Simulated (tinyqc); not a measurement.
Worked calculation: harmonic frequencies on the UHF/sto-3g surface (energies and gradients from PySCF), for BeH, spin multiplicity 2. One step of it, computed by the program tinyqc.

Question. One row of the Hessian: 1Bez. Displace 1Bez by +/-0.01 bohr; H(k, :) = (g(+) - g(-)) / (2 delta).

optimised positions (bohr), order 1Be, 2H:
```
[[0.000000, 0.000000, -0.084458],
 [0.000000, 0.000000, 2.374806]]
```

gradient at +delta (hartree/bohr), order 1Be, 2H:
```
[[0.00000000, 0.00000000, 0.00227675],
 [0.00000000, 0.00000000, -0.00227675]]
```

gradient at -delta (hartree/bohr), order 1Be, 2H:
```
[[0.00000000, 0.00000000, -0.00220759],
 [0.00000000, 0.00000000, 0.00220759]]
```

Give: row of the Hessian.

Answer.

row of the Hessian (hartree/bohr^2): [0.000000, 0.000000, 0.224217, 0.000000, 0.000000, -0.224217]
